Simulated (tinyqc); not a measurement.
# Screening length from the swing

Problem. In a simple model of a Schottky-barrier transistor a barrier thinner than d = 2.3 nm is transparent, so the effective barrier is pn - psi (1 - exp(-d/lam)) and the swing beyond flat band is Vt ln 10/(1 - exp(-d/lam)). Find the thermionic swing, lam, and the effective barrier at psi = 0.2 V.

Values chosen for this exercise: temperature T = 250 K; barrier for electrons at both contacts pn = 0.72 eV.

Constants: q = 1.602176634e-19 C, kB = 1.380649e-23 J/K, Vt = kB T/q. Results are converted to the units shown.

swing in the tunnelling range = 123.96032 mV/decade

Answer. The ratio of the two swings is 1 - exp(-d/lam).

Vt ln 10 = 49.6 mV/decade
lam = 4.50 nm
effective barrier = 0.640 eV

tinyqc, about 0.05 s, one thread, Intel Xeon 2.30GHz (shared host): `OMP_NUM_THREADS=1 python tinyqc.py 2390027 2390028 out.jsonl`
